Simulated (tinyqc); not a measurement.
Worked calculation: hole subbands of a hard-walled well, four-band Luttinger model. Values are carried at full precision from step to step, so a last printed digit may differ when a step is redone from the rounded ones.

Constants: hbar^2/2m0 = 3.80998211 eV angstrom^2.

Inputs chosen for the exercise (near those of InP; the results hold for these values, not for the real material):
- g1 = 5.07 (Luttinger gamma1)
- g2 = 1.6 (gamma2)
- L = 155 angstrom (well width along [001])
- Zs = 0 eV (shear strain energy)
- g3 = 2.1 (gamma3)
- k = 0.0188 1/angstrom (wave vector in the plane)
- N = 4 (sines for each component)
- kmax = 0.049 1/angstrom (end of the path)

## Levels at k = 0

R and S vanish: HHn = c (g1 - 2 g2)(n pi/L)^2 - Zs and LHn = c (g1 + 2 g2)(n pi/L)^2 + Zs, c = hbar^2/2m0, hole energies counted downwards. Sort HH1 to HH4 and LH1, LH2.

Levels:
```
subband  E (eV)
HH1      0.0029
HH2      0.0117
LH1      0.0129
HH3      0.0263
HH4      0.0468
LH2      0.0518
```

The top subband is HH1, 8.8 meV from HH2.

## The matrix at one k

Hole energies are counted downwards from the unstrained band edge, c = hbar^2/2m0. After the usual block transformation one block is H = [[P + Q - Zs, R - i S], [R + i S, P - Q + Zs]] in (heavy, light), with P +/- Q = c [(g1 +/- g2) k^2 + (g1 -/+ 2 g2) kz^2], R = sqrt(3) c gR k^2, S = 2 sqrt(3) c g3 k kz, kz = -i d/dz; axial approximation gR = (g2 + g3)/2. Zs = b (e_par - e_perp) is the shear part of the strain (the hydrostatic part shifts all levels alike and is left out). Basis sqrt(2/L) sin(n pi z/L), n = 1 to N, for each component: kz^2 gives (n pi/L)^2 and the heavy-light block is R delta_nm - 2 sqrt(3) c g3 k D_nm with D_nm = 4 n m/(L (n^2 - m^2)) for n + m odd, 0 otherwise. The other block has the same levels. The split-off band is left out, a severe simplification for a spin-orbit splitting near 0.11 eV.

Fill in the 2N x 2N matrix, in meV.

H(k) (meV), lower triangle:
```
       h1     h2      h3      h4     l1     l2      l3      l4
h1  11.91
h2      0  20.69
h3      0      0   35.32
h4      0      0       0   55.81
l1   4.31  -8.96       0   -3.59  17.62
l2   8.96   4.31  -16.14       0      0  56.45
l3      0  16.14    4.31  -23.05      0      0  121.17
l4   3.59      0   23.05    4.31      0      0       0  211.77
```

## Levels and mixing

Diagonalise; give the four lowest hole energies and the weight of the heavy component (the first half of the basis) in each.

levels (meV): 6.57  11.08  25.19  26.20

heavy weight: 0.621  0.802  0.842  0.498

The most mixed of the four is number 4, with 50 % heavy character. Against 60 sines these levels lie 0.1, 0.1, 0.2 and 0.2 meV too high.

## Dispersion in the plane

N = 20, nine points from 0 to kmax.

Hole energies (meV):
```
k (1/angstrom)     E1     E2     E3     E4  heavy weight of 1  heavy weight of 2
0.0000           2.93  11.71  12.94  26.34              1.000              1.000
0.0061           3.67   9.94  15.84  25.92              0.994              0.589
0.0123           5.43   9.11  20.29  25.13              0.907              0.594
0.0184           6.47  10.80  24.93  25.65              0.632              0.797
0.0245           7.01  13.53  26.16  31.55              0.513              0.797
0.0306           8.01  15.45  28.45  37.55              0.461              0.709
0.0367           9.59  16.81  30.37  43.18              0.429              0.635
0.0429          11.74  18.25  31.68  47.52              0.406              0.582
0.0490          14.44  20.08  32.89  50.27              0.387              0.543
```

At small k the hole energy falls in subbands 2 and 4: an electron-like mass, caused by repulsion from a deeper subband. E2 - E1 is smallest, 3.7 meV, at k = 0.0123 of the points listed. The top subband goes from 1.00 to 0.39 in heavy weight.

## Mass of HH1 in the plane

Second order in k: 1/m = g1 + g2 - sum_n 12 c g3^2 D_1n^2/(LHn - HH1) over even n up to 60, with D_1n = 4n/(L (n^2 - 1)) in size, LHn - HH1 = c [(g1 + 2 g2) n^2 - (g1 - 2 g2)](pi/L)^2 + 2 Zs, c = hbar^2/2m0.

LHn - HH1 for n = 2, 4, 6 (meV): 48.8  204.2  463.1
terms for n = 2, 4, 6: 1.2217  0.0468  0.0085
sum of all terms = 1.2820
mass without mixing, 1/(g1 + g2) = 0.1499 m0
1/m with mixing = 5.3880 1/m0

Mixing with the light holes takes m from 0.150 to 0.186 m0.

## Checks

- 1/m of HH1 from the full matrix (N = 60) at small k against second order: both 5.388.
- The 2 x 2 block with gR = g2 (k along [100]) for a plane wave (k, 0, pi/L) against the bulk heavy-hole formula, eV: both 0.00320.
- Lowest level at the given k on a real-space grid of 240 points against 60 sines, eV: both 0.0065.

Program tinyqc; command `OMP_NUM_THREADS=1 python tinyqc.py 1282491 1282492 out.jsonl`; about 0.1 s on one thread of a shared Intel(R) Xeon(R) Processor @ 2.30GHz.
